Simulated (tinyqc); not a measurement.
Resistive crossbar, vector-matrix product with wire resistance: one step of the calculation.

2 rows and 2 columns. Cell (i, j) joins row node wij to column node bij. Each row is driven at its left end through one wire segment rw; neighbouring nodes along a row or a column are joined by rw; each column ends below the last row in one more rw and a virtual ground, where its current is read. Ideal output: I_j = sum_i V_i G_ij.

Question. The nodal equations. Kirchhoff current law at every node, A x = b: A holds the sum of the conductances at a node on the diagonal and minus the conductance between two nodes off it (wire conductance 1/rw); b = V_i/rw at the first node of row i.

Values chosen for this exercise:
- rw = 5 ohm (wire resistance between neighbouring cells)
- V = [0.26, 0.16] V (input voltages of the rows)

cell conductances G (uS):
```
	column 1	column 2
row 1	54	180
row 2	180	190
```

Find: A; b.

Answer.

A (uS):
```
	w11	w12	w21	w22	b11	b12	b21	b22
w11	4.001e5	-2.000e5	0	0	-54.00	0	0	0
w12	-2.000e5	2.002e5	0	0	0	-180.0	0	0
w21	0	0	4.002e5	-2.000e5	0	0	-180.0	0
w22	0	0	-2.000e5	2.002e5	0	0	0	-190.0
b11	-54.00	0	0	0	2.001e5	0	-2.000e5	0
b12	0	-180.0	0	0	0	2.002e5	0	-2.000e5
b21	0	0	-180.0	0	-2.000e5	0	4.002e5	0
b22	0	0	0	-190.0	0	-2.000e5	0	4.002e5
```

b (uA): w11 5.200e4, w12 0, w21 3.200e4, w22 0, b11 0, b12 0, b21 0, b22 0

Program tinyqc, `OMP_NUM_THREADS=1 python tinyqc.py 2880106 2880107 out.jsonl`; Intel Xeon 2.30GHz, shared host, one thread, about 0.03 s.
